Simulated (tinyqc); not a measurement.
Mesh against broadening: interband optics of a two-band s-p chain from momentum matrix elements.

H(k) = [[Es - 2 ts cos ka, 2i V sin ka], [-2i V sin ka, Ep_ + 2 tp cos ka]] in the basis s, p; the lower band is full, with two electrons a cell. The velocity operator times hbar is W = dH/dk (eV angstrom); intra-atomic dipoles are left out.

With w(k) = |<c|W|v>|^2 and D(k) = Ec - Ev, on the mesh k_j = (j + 1/2)/N (2 pi/a): eps(E) = 1 + (8 pi e2/(a Ar)) mean_j (w/D^2) [1/(D - E - i eta) + 1/(D + E + i eta)], e2 = e^2/(4 pi eps0); light polarised along the chains, no local fields.

Constants: e^2/(4 pi eps0) = 14.39964547 eV angstrom.

Values chosen for the exercise: a = 3.4 angstrom (period); Es = 3.79 eV (upper orbital (s)); Ep_ = -1.8 eV (lower orbital (p)); ts = 0.32 eV (s-s hopping); tp = 0.56 eV (p-p hopping); V = 1.26 eV (s-p hopping); Ar = 13.5 angstrom^2 (cross-section per chain); E = 6.8 eV (photon energy).

eps2 at E for three widths, and eps(0) at eta = 0; the last row is the mesh of 2000 points.

Convergence:
```
N     eta = 0.03 eV  eta = 0.1 eV  eta = 0.3 eV  eps(0)
4             0.127         0.418         1.154  2.1907
8             0.362         0.709         1.652  3.7666
16            0.209         0.681         1.750  4.1575
32            0.209         0.683         1.745  4.1635
64            0.211         0.685         1.744  4.1635
128           0.216         0.687         1.744  4.1635
2000          0.219         0.687         1.744  4.1635
```

How do the results move, and what explains it?

The first N from which eps2 stays within 2 % of the last row is 128 for eta = 0.03, 16 for 0.1 and 16 for 0.3 eV; for eps(0) and 0.1 % it is 32. E lies inside the range of transitions, so as a rule the spacing of D between mesh points must fall below eta (less so where the weight w is small at E).

tinyqc: `OMP_NUM_THREADS=1 python tinyqc.py 1651233 1651234 out.jsonl`; about 0.01 s, one thread, shared Intel(R) Xeon(R) Processor @ 2.30GHz.
